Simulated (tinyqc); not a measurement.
# Self-heating of a transistor with one or more fingers, with temperature-dependent conductivity, step by step

A worked calculation. Computed by tinyqc, a small Python program that keeps every step. Command: `OMP_NUM_THREADS=1 python tinyqc.py 3000572 3000573 out.jsonl selfheat walk`. One thread of a shared host (Intel(R) Xeon(R) Processor @ 2.30GHz), about 0.06 s of CPU time with the checks. Intermediate numbers are printed to about 6 digits and carried at full precision; extremes and crossings named in words are read from the listed rows.

N long parallel fingers lie on the top face of a slab whose bottom is held at T_0; the top is otherwise insulated, and heat flows in two dimensions. P in W/mm is 1000 P in W/m.

Inputs (values chosen for the exercise, modelled on gallium oxide): conductivity at the base temperature kappa_0 = 19.8 W/(m K); exponent m in kappa ~ T^-m = 1.12; base temperature T_0 = 323 K; power per gate width P = 0.18 W/mm; fingers N = 8; finger pitch s = 57 micrometre; width of the heat source w = 0.13 micrometre; substrate thickness t = 65 micrometre; phonon free path Lambda = 28 nm; heat capacity C = 3.24 1e6 J/(m^3 K); pulse length = 0.61 microsecond.

Power: fixed power.

## Geometry factors

A line source of power P on the top face raises the top at distance x by (P/(pi kappa_0)) g(x), g(x) = -ln tanh(pi x/(4 t)) (the image sum for the slab). On a strip of width w the centre sees the mean of g over the strip, g_0 = 1 + ln(8 t/(pi w)) for w much below t.

own factor g_0 = 8.14932

g(j s), j = 1..7: [0.515557, 0.127398, 0.032091, 0.008093, 0.002041, 0.000515, 0.000130]

## Linear temperature rise of each finger

theta_i = (P/(pi kappa_0)) [g_0 + sum over j != i of g(|i - j| s)], with equal powers and constant conductivity; thermal resistance = largest theta/P.

theta of each finger (K): [25.5665, 27.0580, 27.4252, 27.5121, 27.5121, 27.4252, 27.0580, 25.5665]

largest theta = 27.5121 K

thermal resistance = 152.845 K mm/W

The neighbours supply 14 % of the rise of the hottest finger, which runs 1.9 K above the outer ones.

## Correction for the falling conductivity

Kirchhoff transformation for kappa = kappa_0 (T/T_0)^-m: T = T_0 [1 - (m - 1) theta/T_0]^(-1/(m - 1)), where theta is the linear rise. The bracket vanishes at the power P T_0/((m - 1) theta).

peak temperature = 351.872 K

true rise = 28.8720 K

true rise / linear rise = 1.04943

power at which the formula diverges = 17.6104 W/mm

The falling conductivity adds 4.9 % to the rise.

## Extra rise from ballistic phonons

Near a source smaller than the free path, Fourier's law overstates the flow. Rough estimate: a strip that emits phonons into a half space adds a resistance times area of 4 Lambda/(3 kappa_0), from the ballistic flux C v Delta T/4 with kappa_0 = C v Lambda/3, so Delta T_b = 4 Lambda P/(3 kappa_0 w); Knudsen number Lambda/w.

Knudsen number = 0.215385

ballistic rise Delta T_b = 2.61072 K

Delta T_b / largest theta = 0.0948935

By this estimate the ballistic term is at most a fifth of the Fourier rise.

## Rise at the end of a pulse

After switching on, theta(tau) = (P D/kappa_0) int_0^tau X(u) Z(u) du at the hottest finger, D = kappa_0/C; X = sum over fingers at distance x of [erf((x + w/2)/r) - erf((x - w/2)/r)]/(2 w), Z = sum_(j=-200..200) (-1)^j exp(-(2 j t/r)^2)/sqrt(pi D u), r = 2 sqrt(D u); trapezoid rule on 300 points evenly spaced in ln u from u_0 = 1e-3 min(tau, w^2/D) to tau, plus the exact piece 2 sqrt(u_0/(pi D))/w below u_0. Conductivity and power are held at their base values here, and Fourier's law is used even where the diffusion length is near a phonon free path.

diffusivity D = 6.11111 micrometre^2/microsecond

diffusion length sqrt(D tau) = 1.93075 micrometre

linear rise after the pulse = 13.878 K

share of the steady rise = 0.5044

## Rise against time

The formulas are those given above.

Heating curve:
```
time (microsecond)  sqrt(D time) (micrometre)  rise (K)  share of the steady rise
6.90e-04                            0.0649359    4.1779                    0.1519
0.0069                               0.205345    7.4051                    0.2692
0.069                                0.649359    10.726                    0.3899
0.69                                  2.05345    14.056                    0.5109
6.9                                   6.49359    17.388                     0.632
35                                    14.6249    19.751                    0.7179
140                                   29.2499    22.443                    0.8157
410                                   50.0555    25.605                    0.9307
1000                                  78.1736    27.292                     0.992
```

Half the steady rise is reached between 0.069 and 0.69 microseconds, and the last row holds 99.2 % of it; the slowest time constant is 4 t^2/(pi^2 D) = 280 microseconds. While the diffusion length lies between w and the pitch or thickness, the rise grows as the logarithm of time; once it nears the pitch of 57 micrometre the neighbours add their heat.

Checks made by the program: g(s) against the alternating image sum (relative difference 2e-06); Kirchhoff integral of kappa/kappa_0 from T_0 to T (relative difference below 1e-10); long-time limit against the steady rise (relative difference 5e-05).
